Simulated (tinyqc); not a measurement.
What each parameter does: polytypes by hexagonality, and a cubic inclusion as a quantum well.

Gap: E3 + (E2 - E3) h. Valence top Ev2 h and polarisation P2 h, both counted from 3C; Ec = Ev + gap.

A cubic inclusion of width L = N d in the host (h = 1) is a well of depth V = Ec(host) - Ec(3C). Square well with mass mismatch: k tan(k L/2) = (m_w/m_b) q, k = sqrt(m_w E/c), q = sqrt(m_b (V - E)/c), c = hbar^2/2m0, lowest root. The depth of the level, V - E, is its binding, and the transition to the valence top of the host is gap(host) - (V - E). The step in polarisation gives a field |F| = |P|/(eps eps0) in a thin inclusion, eps0 = 8.8541878e-12 F/m.

Constants: hbar^2/2m0 = 3.80998211 eV angstrom^2.

Values chosen for the exercise (of the order of those of InAs; the results hold for these values, not for the real material): E3 = 0.413 eV (gap of the cubic polytype); E2 = 0.458 eV (gap of 2H); Ev2 = 0.039 eV (valence top of 2H above that of 3C); P2 = 0.0023 C/m^2 (spontaneous polarisation of 2H); m = (0.027, 0.027) m0 (electron mass along c in the cubic layer and in the host); d = 3.498 angstrom (thickness of a double layer); eps = 15.3 (dielectric constant); N = 15 (double layers in the cubic inclusion).

Well depth, depth of the level, transition without the field and field.

One parameter was then changed.

Results before and after:
```
case     V (eV)  depth (eV)  transition (eV)  |F| (MV/cm)
base     0.0840      0.0227           0.4353        0.170
changed  0.0840      0.0227           0.4353        0.159
```

Which of these changes was made? (a) m = (0.032, 0.027) m0; (b) E2 = 0.488 eV; (c) P2 = 0.003 C/m^2; (d) Ev2 = 0.069 eV; (e) eps = 16.3; (f) N = 16; (g) E3 = 0.393 eV.

Answer: (e) eps = 16.3. Of the candidates, run in turn, only this one gives the changed row.

All candidates:
```
case                   V (eV)  depth (eV)  transition (eV)  |F| (MV/cm)
base                   0.0840      0.0227           0.4353        0.170
N = 16                 0.0840      0.0247           0.4333        0.170
Ev2 = 0.069 eV         0.1140      0.0375           0.4205        0.170
E3 = 0.393 eV          0.1040      0.0323           0.4257        0.170
E2 = 0.488 eV          0.1140      0.0375           0.4505        0.170
P2 = 0.003 C/m^2       0.0840      0.0227           0.4353        0.221
eps = 16.3             0.0840      0.0227           0.4353        0.159
m = (0.032, 0.027) m0  0.0840      0.0232           0.4348        0.170
```

Computed by tinyqc, a small Python program: `OMP_NUM_THREADS=1 python tinyqc.py 1850980 1850981 out.jsonl` (the numbers bound the seed that draws the inputs); one thread of a shared host (Intel(R) Xeon(R) Processor @ 2.30GHz), about 0.07 s for the whole set of steps.
